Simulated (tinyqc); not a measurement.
# Pelgrom slope, floor and doping from two device sizes

Question. s^2 = A^2/(L W) + s0^2, with s0 independent of size and A = (q/Cox) sqrt(Na Wd/3) from random dopants alone, Cox = 3.9 eps0/ti. Find A, s0 and Na.

Inputs (values chosen for the exercise): oxide-equivalent thickness in inversion ti = 2.1 nm.

Constants: q = 1.602176634e-19 C, eps0 = 8.8541878128e-14 F/cm where lengths are in cm. Results are converted to the units shown.

s for gate areas 0.0012 and 0.01 um^2 (mV): [37.0963097, 13.4687618]
Wd = 24.5152942 nm

Answer. s^2 is linear in 1/area: slope A^2, intercept s0^2.

A = 1.28 mV um
s0 = 4.30 mV
Na = 2.10e18 cm^-3

Program tinyqc, `OMP_NUM_THREADS=1 python tinyqc.py 2090131 2090132 out.jsonl`; Intel Xeon 2.30GHz, shared host, one thread, about 0.01 s.
